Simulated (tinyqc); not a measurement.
## Abrupt p-n junction, non-linear Poisson equation by Newton steps: capacitance and field against bias

One dimension, p side on the left, n side on the right; net doping C = -Na for x < 0 and +Nd for x > 0. The potential psi is counted from the intrinsic level, and the quasi-Fermi potentials are flat: 0 for holes and -V for electrons, so n = ni exp((psi + V)/Vt) and p = ni exp(-psi/Vt) (Boltzmann statistics, full ionisation, no current).

The Poisson equation d/dx(eps0 eps_r dpsi/dx) = -q (p - n + C) is solved on a mesh of more than 1000 nodes that ends in neutral material (psi_p = -Vt ln(Na/ni), psi_n = Vt ln(Nd/ni) - V). C_j = q d/dV of the integral of p over x, from the linearised equation. ni = sqrt(Nc Nv) exp(-Eg/(2 Vt)), Eg in volts. Depletion approximation: Vbi = Vt ln(Na Nd/ni^2), W = sqrt(2 eps0 eps_r (Vbi - V)(1/Na + 1/Nd)/q), xp = W Nd/(Na + Nd), xn = W Na/(Na + Nd), peak field 2 (Vbi - V)/W, capacitance eps0 eps_r/W. The last column applies it to an abrupt Na-Nd junction.

Inputs (values chosen for the exercise); band and dielectric values close to those of indium phosphide:
- T = 300 K (temperature)
- Eg = 1.33 eV (band gap)
- eps_r = 12.5 (relative permittivity)
- Nc = 5.73e17 cm^-3 (conduction-band density of states at T)
- Nv = 1.12e19 cm^-3 (valence-band density of states at T)
- Na = 1.2e18 cm^-3 (acceptor density of the p side)
- Nd = 2.1e17 cm^-3 (donor density of the n side)

Constants: q = 1.602176634e-19 C, kB = 1.380649e-23 J/K, Vt = kB T/q, eps0 = 8.8541878128e-14 F/cm where lengths are in cm. Results are converted to the units shown.

Capacitance and field against bias:

| V (V) | peak \|E\| (kV/cm) | C_j (nF/cm^2) | 1/C_j^2 (cm^4/uF^2) | eps0 eps_r/C_j (nm) | abrupt depletion C (nF/cm^2) |
|---|---|---|---|---|---|
| 0.19 | 228.0 | 125.6 | 63.40 | 88.12 | 122.5 |
| -1.51 | 374.1 | 76.54 | 170.7 | 144.6 | 75.82 |
| -3.21 | 477.4 | 59.98 | 278.0 | 184.5 | 59.63 |
| -4.9 | 561.6 | 50.99 | 384.6 | 217.1 | 50.78 |
| -6.6 | 635.1 | 45.09 | 491.9 | 245.5 | 44.94 |
| -8.3 | 700.9 | 40.85 | 599.2 | 270.9 | 40.74 |
| -10 | 761.1 | 37.62 | 706.5 | 294.2 | 37.54 |

What does the comparison show?

With V going from 0.19 to -10 V, C_j falls from 126 to 37.6 nF/cm^2 and the peak field rises from 228 to 761 kV/cm. The slope of 1/C_j^2, read as N = 2/(q eps0 eps_r |slope|), gives 1.79e17 cm^-3 between the first two rows and 1.79e17 cm^-3 between the last two, against Na Nd/(Na + Nd) = 1.79e17 cm^-3; the slopes of all rows agree within 0.01 %, as for uniform doping at both edges. At the end C_j goes as (Vbi - V)^(-0.50) with Vbi = 1.25 V, and it is 0.23 % above the abrupt depletion formula (at the first row 2.5 % above it). For V = -10 the peak field is at a level where avalanche or tunnelling currents, left out here, set in for such a gap.

Numbers from tinyqc (`OMP_NUM_THREADS=1 python tinyqc.py 2000031 2000032 out.jsonl`; about 0.01 s on one thread of a shared Intel Xeon 2.30GHz).
